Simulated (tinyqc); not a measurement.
Capture against depth of the level: configuration-coordinate model of carrier capture at a defect.

Two parabolas of equal curvature k in one coordinate Q: with the carrier free at the band edge, U_f = k Q^2/2; with the carrier trapped, U_t = k (Q - dQ)^2/2 - ET. ER = k dQ^2/2, Huang-Rhys factor S = ER/hw, hw = 0.0646541 sqrt(k/M) eV for k in eV/angstrom^2 and M in u. The curves cross at a height Eb = (ER - ET)^2/(4 ER) above the free minimum.

Multiphonon factor for giving p = ET/hw phonons to the lattice: W = exp(-S (2 nb + 1)) ((nb + 1)/nb)^(p/2) I_p(x), nb = 1/(exp(hw/kT) - 1), x = 2 S sqrt(nb (nb + 1)), I_p the modified Bessel function. Classical limit: W = hw exp(-Eb/kT)/sqrt(4 pi ER kT). At T = 0: exp(-S) S^p/Gamma(p + 1).

Constants: kB = 8.617333262e-05 eV/K.

Values chosen for the exercise (out of a larger set: of the size met at a deep level in GaN; not measured data):
- ER = 0.69 eV (relaxation energy)
- hw = 0.047 eV (phonon energy of the mode)
- T = 350 K (temperature)

ET is varied at fixed ER, hw and T, as by moving the band edge with alloying or pressure.

Against ET:
```
ET/ER  ET (eV)  Eb (eV)  log10 W  log10 W, classical
0.10     0.069   0.1397   -2.909              -3.049
0.25     0.172   0.0970   -2.311              -2.434
0.50     0.345   0.0431   -1.589              -1.658
0.75     0.517   0.0108   -1.186              -1.192
1.00     0.690   0.0000   -1.075              -1.037
1.25     0.863   0.0108   -1.224              -1.192
1.50     1.035   0.0431   -1.606              -1.658
2.00     1.380   0.1725   -2.978              -3.521
3.00     2.070   0.6900   -7.673             -10.972
```

What does the comparison show?

Capture is fastest at ET/ER = 1 among these rows, where the barrier vanishes or nearly so. The classical form is symmetric about ET = ER; the quantum one gives -1.59 at 0.5 and -1.61 at 1.5, against -1.66 for both. At ET = 3 ER it lies 3.3 decades above the classical value: deep levels capture by emitting many phonons, and the rate falls with depth by 6.8 decades per eV between the last two rows. Rows deeper than the gap of the host are formal.

Computed by tinyqc, a small Python program: `OMP_NUM_THREADS=1 python tinyqc.py 1452859 1452860 out.jsonl` (the numbers bound the seed that draws the inputs); one thread of a shared host (Intel(R) Xeon(R) Processor @ 2.30GHz), about 0.01 s for the whole set of steps.
